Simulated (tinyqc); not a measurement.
Inside a calculation. Method: RKS/BP86 in the sto-3g basis, for Li-, spin multiplicity 1. The basis has no diffuse functions, so it cannot describe the extra electron: this is an exercise in the method, not the real anion. One step of it, computed by the program tinyqc.

Task: Iteration 1: building the Kohn-Sham matrix. J_ij = sum D_kl (ij|kl); F = H + J + V_xc; E = tr D H + tr D J / 2 + E_xc + E_nn.

D at the start:
```
            1Li 1s     1Li 2s    1Li 2px    1Li 2py    1Li 2pz
1Li 1s    1.392286  -0.143651   0.539138  -0.137495  -0.782533
1Li 2s   -0.143651   1.085502   0.617091  -0.034759   0.815627
1Li 2px   0.539138   0.617091   0.631446  -0.083995   0.158714
1Li 2py  -0.137495  -0.034759  -0.083995   0.015816   0.043684
1Li 2pz  -0.782533   0.815627   0.158714   0.043684   0.944230
```

core Hamiltonian H = T + V (hartree):
```
            1Li 1s     1Li 2s    1Li 2px    1Li 2py    1Li 2pz
1Li 1s   -4.406095  -0.984581   0.000000   0.000000   0.000000
1Li 2s   -0.984581  -1.104759   0.000000   0.000000   0.000000
1Li 2px   0.000000   0.000000  -0.877579   0.000000   0.000000
1Li 2py   0.000000   0.000000   0.000000  -0.877579   0.000000
1Li 2pz   0.000000   0.000000   0.000000   0.000000  -0.877579
```

Two-electron integrals (ij|kl) in chemists' order, unique and non-zero (hartree):
```
(11|11) 1.680395   (21|11) 0.265420   (21|21) 0.049941   (22|11) 0.397727
(22|21) 0.092860   (22|22) 0.290562   (31|31) 0.008981   (32|31) 0.013788
(32|32) 0.064184   (33|11) 0.396640   (33|21) 0.092880   (33|22) 0.290497
(33|33) 0.312946   (41|41) 0.008981   (42|41) 0.013788   (42|42) 0.064184
(43|43) 0.016869   (44|11) 0.396640   (44|21) 0.092880   (44|22) 0.290497
(44|33) 0.279207   (44|44) 0.312946   (51|51) 0.008981   (52|51) 0.013788
(52|52) 0.064184   (53|53) 0.016869   (54|54) 0.016869   (55|11) 0.396640
(55|21) 0.092880   (55|22) 0.290497   (55|33) 0.279207   (55|44) 0.279207
(55|55) 0.312946
```

nuclear repulsion = 0 hartree

V_xc (hartree):
```
            1Li 1s     1Li 2s    1Li 2px    1Li 2py    1Li 2pz
1Li 1s   -0.984255  -0.130968  -0.016075   0.002683   0.003223
1Li 2s   -0.130968  -0.211725  -0.048003   0.004243  -0.039080
1Li 2px  -0.016075  -0.048003  -0.210712   0.003701   0.005420
1Li 2py   0.002683   0.004243   0.003701  -0.190840  -0.003407
1Li 2pz   0.003223  -0.039080   0.005420  -0.003407  -0.227557
```

E_xc = sum of w rho eps_xc = -1.61590757 hartree

Give: Coulomb J; Kohn-Sham matrix F; total energy of this density.

Result:

Coulomb J (hartree):
```
         1Li 1s  1Li 2s  1Li 2px  1Li 2py  1Li 2pz
1Li 1s    3.326   0.604    0.027   -0.003    0.008
1Li 2s    0.604   1.305    0.094   -0.008    0.083
1Li 2px   0.027   0.094    1.307   -0.003    0.005
1Li 2py  -0.003  -0.008   -0.003    1.286    0.001
1Li 2pz   0.008   0.083    0.005    0.001    1.317
```

Kohn-Sham matrix F (hartree):
```
         1Li 1s  1Li 2s  1Li 2px  1Li 2py  1Li 2pz
1Li 1s   -2.064  -0.512    0.011   -0.001    0.012
1Li 2s   -0.512  -0.012    0.046   -0.004    0.044
1Li 2px   0.011   0.046    0.218    0.001    0.011
1Li 2py  -0.001  -0.004    0.001    0.217   -0.002
1Li 2pz   0.012   0.044    0.011   -0.002    0.212
```

total energy of this density = -5.94637 hartree
